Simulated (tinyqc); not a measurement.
Self-heating of a transistor with one or more fingers, with temperature-dependent conductivity: one step, computed by the program tinyqc. Command: `OMP_NUM_THREADS=1 python tinyqc.py 3019772 3019773 out.jsonl selfheat walk`. One thread of a shared host (Intel(R) Xeon(R) Processor @ 2.30GHz), about 0.08 s of CPU time with the checks.

N long parallel fingers lie on the top face of a slab whose bottom is held at T_0; the top is otherwise insulated, and heat flows in two dimensions. P in W/mm is 1000 P in W/m.

Question. Correction for the falling conductivity. Kirchhoff transformation for kappa = kappa_0 (T/T_0)^-m: T = T_0 [1 - (m - 1) theta/T_0]^(-1/(m - 1)), where theta is the linear rise. The bracket vanishes at the power P T_0/((m - 1) theta).

Inputs (values chosen for the exercise, modelled on gallium oxide): exponent m in kappa ~ T^-m = 1.25; base temperature T_0 = 298 K; power per gate width P = 0.25 W/mm.

Power: power rises with temperature.

largest theta = 36.46174 K

Give: peak temperature; true rise; true rise / linear rise; power at which the formula diverges.

Answer.

peak temperature = 337.4 K

true rise = 39.43 K

true rise / linear rise = 1.081

power at which the formula diverges = 8.173 W/mm

The falling conductivity adds 8.1 % to the rise.
